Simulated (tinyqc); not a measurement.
What moves the results: trap in a gate oxide as a short-range spherical well. A value that a table varies takes the place of the one given here.

A spherical well of radius R and depth V0 below the conduction edge, one mass m, c = hbar^2/2m0. The s level at binding Et solves k cot(k R) = -kappa with k = sqrt(m (V0 - Et)/c), kappa = sqrt(m Et/c); it exists for V0 > Vc = c (pi/2R)^2/m. Outside, psi falls as exp(-kappa r)/r.

Lucovsky model (delta well, plane-wave final states, no local-field factor): sigma = (32 pi alpha c/(3 n_r m Et)) (x - 1)^(3/2)/x^3, x = h nu/Et, c = hbar^2/2m0; 1 angstrom^2 = 1e-16 cm^2.

Energies from the conduction edge of the channel. The trap level at depth x is E_T = dEc - Et - e Fox x (1 MV/cm = 0.01 eV/angstrom). An electron at the channel edge tunnels with the WKB exponent S = (4/3) sqrt(m/c) [dEc^(3/2) - (dEc - e Fox x)^(3/2)]/(e Fox), c = hbar^2/2m0; tau = t0 exp(S); the occupation is f = 1/(1 + exp((E_T - EF)/kB T)), tau_c = tau/f and tau_e = tau/(1 - f). Lattice relaxation is left out; a level below the channel edge needs phonons as well, so tau is then a lower bound, while a level above it can also empty elastically at its own energy, through a thinner barrier, faster than this tau.

Constants: hbar^2/2m0 = 3.80998211 eV angstrom^2; fine-structure constant alpha = 0.007297352564; kB = 8.617333262e-05 eV/K.

Inputs chosen for the exercise (near those of SiO2 on Si; not measured data): R = 2.4 angstrom (radius of the well); m = 0.445 m0 (mass); fV = (1.05, 1.08, 1.25, 1.6, 2.38, 2.97, 6.5) (V0/Vc); n_r = 1.49 (refractive index); xs = (1.12, 1.26, 1.48, 1.82, 2.24, 2.85, 4.43, 7.58) (photon energies h nu/Et); dEc = 2.99 eV (conduction offset to the channel); Fox = 3.5 MV/cm (oxide field, lowering levels away from the channel); t0 = 0.56 x 1e-11 s (time constant at the interface); T = 300 K (temperature); EF = -0.14 eV (Fermi level above the channel edge); ds = (3, 6, 9, 12, 15, 18) angstrom (depths); V0 = 9.78 eV (depth of the well); x = 13 angstrom (depth of the trap).

## From threshold to a deep level

Et against the depth at fixed R; near threshold Et = (pi^2/16)(V0 - Vc)^2/Vc.

Results:
```
V0/Vc  V0 (eV)   Et (eV)  threshold form (eV)  1/kappa (angstrom)  share outside
1.05     3.851  0.005456             0.005656                39.6          0.942
1.08     3.961   0.01368              0.01448                25.0          0.909
1.25     4.584    0.1197               0.1414                 8.5          0.759
1.60     5.868    0.5705               0.8144                 3.9          0.557
2.38     8.729     2.197                4.308                 2.0          0.338
2.97    10.893     3.727                8.780                 1.5          0.255
6.50    23.839     14.73                68.44                 0.8          0.092
```

What can be read from the table?

The threshold form holds to 10 % up to V0/Vc = 1.08 of those listed. There the state is mostly outside the well (94 % in the first row) and knows only Et, which is why a delta-well model works; more than half is inside from V0/Vc = 2.38 on. A second s level would need V0/Vc > 9. From V0/Vc = 6.50 on Et exceeds the gap of the host, about 9 eV, so those rows only show the model.

## Neutral against charged centre

Et = 2.91781 eV

Lucovsky cross-section, its shape relative to the peak, and the shape of a hydrogen-like centre relative to threshold: x^-4 exp(4 - 4 atan(e)/e)/(1 - exp(-2 pi/e)), e = sqrt(x - 1).

Results:
```
x     h nu (eV)  sigma (1e-18 cm^2)  relative to peak  hydrogen-like
1.12      3.268                1.42             0.237          0.738
1.26      3.676                3.19             0.530          0.536
1.48      4.318                4.94             0.821          0.344
1.82      5.310                5.93             0.985          0.193
2.24      6.536                5.92             0.983          0.107
2.85      8.316                5.23             0.870          0.053
4.43     12.926                3.52             0.585          0.014
7.58     22.117                1.87             0.310          0.003
```

What does this show?

The short-range centre starts from zero, reaches half its peak at x = 1.24 and peaks at x = 2; in the last row it still has 31 % of the peak. The Coulomb centre is largest at threshold and is down to 0.3 % there. Reading the peak as the threshold would misplace the level by a factor 2, here 2.92 eV. Rows above the gap, about 9 eV, are hidden by band-to-band absorption.

## Depth of the trap

Each depth has its own level and time; the corner frequency is 1/(2 pi tau).

Results:
```
x (angstrom)  E_T (eV)      S  tau (s)  corner (Hz)      f
3               -0.033   3.51  1.9e-10      8.5e+08  0.016
6               -0.138   6.97  5.9e-09      2.7e+07  0.479
9               -0.243  10.35  1.8e-07      9.1e+05  0.982
12              -0.348  13.67  4.9e-06      3.3e+04  1.000
15              -0.453  16.93  0.00013      1.3e+03  1.000
18              -0.558  20.11   0.0030           52  1.000
```

What can be read from the table?

tau spans 7.2 decades, one decade for each 2.00 angstrom at the start and 2.17 at the end, where the field has thinned the barrier. Traps spread evenly in depth are thus spread nearly evenly in ln tau; if levels near EF exist at every depth, this sums to 1/f noise and to charging that grows as ln t. With the single Et of this table only depths where f is neither 0 nor 1 contribute. The level crosses EF between 6 and 9 angstrom.

## What each parameter does

Et from the well, then the level and the time. Each row changes one parameter from the base and keeps the others.

Results:
```
case             Et (eV)  E_T (eV)  log10 tau (s)  ln(tau_c/tau_e)
base               2.918    -0.383          -4.84             -9.4
x = 15 angstrom    2.918    -0.453          -3.90            -12.1
Fox = 4.5 MV/cm    2.918    -0.513          -4.92            -14.4
dEc = 2.75 eV      2.918    -0.623          -5.12            -18.7
m = 0.49 m0        3.301    -0.766          -4.52            -24.2
V0 = 10.27 eV      3.269    -0.734          -4.84            -23.0
T = 350 K          2.918    -0.383          -4.84             -8.1
EF = -0.09 eV      2.918    -0.383          -4.84            -11.3
```

What does this show?

The largest shifts from the base row, up to three for each result and ties (the steps differ in size, so this ranks the rows, not the parameters). Et (eV): m +0.383, V0 +0.351; unchanged at the printed digits by x, Fox, dEc, T and EF. E_T (eV): m -0.383, V0 -0.351, dEc -0.240; unchanged at the printed digits by T and EF. log10 tau (s): x +0.94, m +0.32, dEc -0.29; unchanged at the printed digits by V0, T and EF. ln(tau_c/tau_e): m -14.8, V0 -13.6, dEc -9.3.

Computed by tinyqc, a small Python program: `OMP_NUM_THREADS=1 python tinyqc.py 1251807 1251808 out.jsonl` (the numbers bound the seed that draws the inputs); one thread of a shared host (Intel(R) Xeon(R) Processor @ 2.30GHz), about 0.01 s for the whole set of steps.
